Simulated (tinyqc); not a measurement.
## p-n diode, drift-diffusion by the Gummel loop with Scharfetter-Gummel fluxes: effect of the SRH lifetime of electrons at fixed bias

Abrupt junction at x = 0, p side from -Lp, n side to Ln, ohmic contacts. psi is counted from the intrinsic level; n = ni exp((psi - phin)/Vt), p = ni exp((phip - psi)/Vt). Contacts: p side psi = V - Vt ln(Na/ni), p = Na, n = ni^2/Na; n side psi = Vt ln(Nd/ni), n = Nd, p = ni^2/Nd. Constant mobilities, D = mu Vt, Boltzmann statistics, SRH recombination through a mid-gap level, U = (n p - ni^2)/(tp (n + ni) + tn (p + ni)). Current is positive from the p contact to the n contact.

ni = sqrt(Nc Nv) exp(-Eg/(2 Vt)), Eg in volts. Poisson and both continuity equations are solved self-consistently with Scharfetter-Gummel fluxes on a graded mesh of 500 nodes. J_scr is q times the integral of U between -xp and xn. Ideal diffusion current J_id = q ni^2 [Dn coth(wp/Le)/(Le Na) + Dp coth(wn/Lh)/(Lh Nd)] (exp(V/Vt) - 1), Le = sqrt(Dn tn), Lh = sqrt(Dp tp), wp = Lp - xp, wn = Ln - xn, with xp and xn from the depletion approximation (W = sqrt(2 eps0 eps_r (Vbi - V)(1/Na + 1/Nd)/q), xp = W Nd/(Na + Nd), xn = W Na/(Na + Nd), Vbi = Vt ln(Na Nd/ni^2)). Ideality factor = 0.004 V/(Vt ln[J(V + 0.004 V)/J(V)]).

Parameters, values chosen for the exercise; band and dielectric values close to those of silicon: temperature T = 350 K; band gap Eg = 1.11 eV; relative permittivity eps_r = 11.7; conduction-band density of states at T Nc = 3.49e19 cm^-3; valence-band density of states at T Nv = 3.29e19 cm^-3; acceptor density of the p side Na = 3.5e16 cm^-3; donor density of the n side Nd = 6.4e17 cm^-3; electron mobility mun = 560 cm^2/(V s); hole mobility mup = 230 cm^2/(V s); SRH lifetime of holes tp = 3e-8 s; length of the p side Lp = 0.59 um; length of the n side Ln = 1.1 um; uniform generation rate G = 0 cm^-3 s^-1; bias of the p contact V = 0.51 V.

Constants: q = 1.602176634e-19 C, kB = 1.380649e-23 J/K, Vt = kB T/q, eps0 = 8.8541878128e-14 F/cm where lengths are in cm. Results are converted to the units shown.

Results:

| tn (s) | J (A/cm^2) | ideality factor | J_scr/J (%) | J_id (A/cm^2) | share recombining at the contacts (%) | larger minority/doping at -xp and xn |
|---|---|---|---|---|---|---|
| 1e-11 | 7.52 | 1.49 | 5.19 | 15.7 | 24.4 | 0.00278 |
| 1e-10 | 5.55 | 1.13 | 5.41 | 5.99 | 60.3 | 0.00284 |
| 1e-9 | 4.36 | 1.03 | 2.82 | 4.37 | 90.7 | 0.00289 |
| 1e-8 | 4.11 | 1.02 | 0.799 | 4.20 | 98.5 | 0.00289 |
| 1e-6 | 4.06 | 1.02 | 0.0506 | 4.18 | 99.9 | 0.00289 |
| 1e-5 | 4.06 | 1.02 | 0.0129 | 4.18 | 100 | 0.00289 |

Estimate the missing row, tn = 1e-7 s.

Computed row:

| tn (s) | J (A/cm^2) | ideality factor | J_scr/J (%) | J_id (A/cm^2) | share recombining at the contacts (%) | larger minority/doping at -xp and xn |
|---|---|---|---|---|---|---|
| 1e-7 | 4.07 | 1.02 | 0.200 | 4.18 | 99.7 | 0.00289 |

With this row back in the table: As tn rises from 1e-11 to 1e-5, J falls from 7.52 to 4.06 A/cm^2, the share of the depleted layer goes from 5.19 through a maximum of 5.41 (at tn = 1e-10 among the rows listed) to 0.0129 % and the share lost at the contacts rises from 24.4 to 100 %. The exponent d ln J/d ln tn is -0.13 between the first two rows and 0.00 between the last two. J less J_scr is 2.9 % below J_id in the last row.

Numbers from tinyqc (`OMP_NUM_THREADS=1 python tinyqc.py 2240025 2240026 out.jsonl`; about 0.1 s on one thread of a shared Intel Xeon 2.30GHz).
